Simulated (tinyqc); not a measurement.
Valley-orbit splitting of a donor ground state, with strain. From one set of inputs to another, one input at a time. Computed by tinyqc, a small Python program. Command: `OMP_NUM_THREADS=1 python tinyqc.py 3005742 3005743 out.jsonl valleyorbit ladder`. One thread of a shared host (Intel(R) Xeon(R) Processor @ 2.30GHz), about 0.01 s of CPU time with the checks.

The basis is the 1s envelope in each valley; energies are counted from the unstrained conduction-band edge. The strain is e_s (a a^T - 1/3) for the unit stress axis a, so valley j along n_j moves by Xi_u e_s w_j with w_j = (n_j.a)^2 - 1/3: +1/6 for x and y, -1/3 for z. The splitting at the zone boundary that a [110] shear adds for <100> valleys is left out.

The inputs printed are set A. Inputs not listed in the table keep their values of set A, so the rows need not describe a real material.

Inputs (values chosen for the exercise, for a model many-valley semiconductor):
```
quantity                                     value   unit
single-valley binding energy E_0              40.2    meV
central-cell shift Lambda                     8.37    meV
coupling Delta_1                              5.72    meV
coupling Delta_2                              2.81    meV
shear deformation potential Xi_u              8.29     eV
shear strain e_s                          -0.00033      -
temperature T                                   50      K
donor density N_D                          3.7e+14  cm^-3
density-of-states mass of one valley m_e     0.327    m_0
```

Valleys: six along <100>. Stress axis: [110].

Constants: k_B = 8.617333262e-05 eV/K; m_0 = 9.1093837015e-31 kg; k_B = 1.380649e-23 J/K; h = 6.62607015e-34 J s.

Method:
- H_jj = -(E_0 + Lambda) + Xi_u e_s w_j; H_jk = -Delta_2 between opposite valleys and -Delta_1 between perpendicular ones.
- Diagonalise H; the ground vector has positive components. The density at the nucleus, and so the contact hyperfine coupling, scales as (sum_j c_j)^2/(number of valleys), which is 1 without strain; the envelopes are held fixed.
- The binding energy is counted from the lowest valley edge, min_j Xi_u e_s w_j; the gap is from the ground state to the next level.
- z = sum over levels of exp(-(E - E_ground)/k_B T), the ground-state share being 1/z; N_c = 2 (2 pi m_e k_B T/h^2)^(3/2) sum_j exp(-(shift_j - lowest shift)/k_B T); n1 = N_c/(2 z) exp(-binding/k_B T), binding = lowest shift - E_ground; without compensation n = 2 N_D/(1 + sqrt(1 + 4 N_D/n1)) (Boltzmann statistics; p and higher states left out).

Each row keeps all changes above it; columns: (1) input moved; (2) from; (3) to; (4) binding energy under strain (meV); (5) hyperfine ratio A/A_0; (6) share of neutral donors in the ground state:
```
(1)                                          (2)      (3)     (4)      (5)      (6)
set A                                          -        -  73.816  0.99966  0.99527
coupling Delta_1 (meV)                      5.72     2.64  61.510  0.99844  0.89205
temperature T (K)                             50       30  61.510  0.99844  0.98988
coupling Delta_2 (meV)                      2.81     2.14  60.840  0.99844  0.98600
shear strain e_s                        -0.00033   0.0011  58.546  0.97889  0.98374
shear deformation potential Xi_u (eV)       8.29     8.49  58.489  0.97782  0.98362
single-valley binding energy E_0 (meV)      40.2     31.7  49.989  0.97782  0.98362
donor density N_D (cm^-3)                3.7e+14  4.4e+15  49.989  0.97782  0.98362
```

Where does the difference come from?

Binding energy under strain goes from 73.8 to 50.0, a factor 0.677 in all. The largest single move comes from coupling Delta_1 (a factor 0.833). Hyperfine ratio A/A_0 goes from 1.000 to 0.978, a factor 0.9782 in all. The largest single move comes from shear strain e_s (a factor 0.9804). Share of neutral donors in the ground state goes from 0.995 to 0.984, a factor 0.9883 in all. The largest single move comes from coupling Delta_1 (a factor 0.896), and temperature T works against it (a factor 1.11). The single moves hold for this order of the switches; the total does not depend on the order.

Extremes, crossings and ranges named in words are read from the listed rows.
